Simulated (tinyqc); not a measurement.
Telling the models apart: thermal, flicker and telegraph noise of a field-effect transistor. Computed by tinyqc, a small Python program. Command: `OMP_NUM_THREADS=1 python tinyqc.py 3000107 3000108 out.jsonl noise walk`. One thread of a shared host (Intel(R) Xeon(R) Processor @ 2.30GHz), about 0.01 s of CPU time with the checks.

Strong inversion, threshold roll-off and channel-length modulation left out; noise sources are uncorrelated and are given as one-sided spectral densities.

Inputs (values chosen for the exercise, modelled on a silicon n-channel):
```
quantity                        value         unit
width W                            69   micrometre
length L                          340           nm
electrical oxide thickness t      4.5           nm
mobility mu                       260   cm^2/(V s)
saturation velocity v_s          0.94     1e7 cm/s
oxide trap density N_t          4e+17  1/(eV cm^3)
oxide barrier phi                   3           eV
oxide mass m_ox                  0.21          m_0
Hooge parameter alpha_H       1.7e-06            -
frequency f                       300           Hz
temperature T                     200            K
```

Operating region: saturation. Flicker model: Hooge.

Constants: eps_0 = 8.8541878128e-12 F/m; hbar = 1.054571817e-34 J s; m_0 = 9.1093837015e-31 kg; e = 1.602176634e-19 C; k_B = 8.617333262e-05 eV/K.

Method. C_ox = 3.9 eps_0/t; V_c = 2 v_s L/mu; I = W C_ox v_s V_ov^2/(V_ov + V_c); g_m = W C_ox v_s V_ov (V_ov + 2 V_c)/(V_ov + V_c)^2; g_d0 = mu C_ox (W/L) V_ov. Tunnelling length lambda = hbar/(2 sqrt(2 m_ox phi)); flat-band noise S_Vfb = e^2 k_B T lambda N_t/(W L C_ox^2 f). Hooge: S_I = I^2 alpha_H/(f N), N = W L C_ox V_ov/e (the source-end density).

Against the overdrive:
```
V_ov (V)  I (microampere)  (g_m/I)^2 (1/V^2)  S_I/I^2 (1/Hz)  S_I/g_m^2 (V^2/Hz)
0.20                  749             92.618      2.5216e-14          2.7226e-16
0.25                 1149             58.229      2.0173e-14          3.4644e-16
0.32                 1834             34.693      1.5760e-14          4.5427e-16
0.40                 2786             21.624      1.2608e-14          5.8306e-16
0.50                 4206             13.410      1.0086e-14          7.5215e-16
0.63                 6396              8.127      8.0051e-15          9.8499e-16
0.80                 9776              4.810      6.3040e-15          1.3107e-15
1.00                14391              2.927      5.0432e-15          1.7230e-15
```

What does the comparison show, and why?

S_I/I^2 falls as V_ov^-1.00 at first and V_ov^-1.00 at the end; (g_m/I)^2 as V_ov^-2.08 and V_ov^-2.23. S_I/I^2 follows 1/N, so the input-referred noise rises by a factor 6.33, roughly as V_ov.
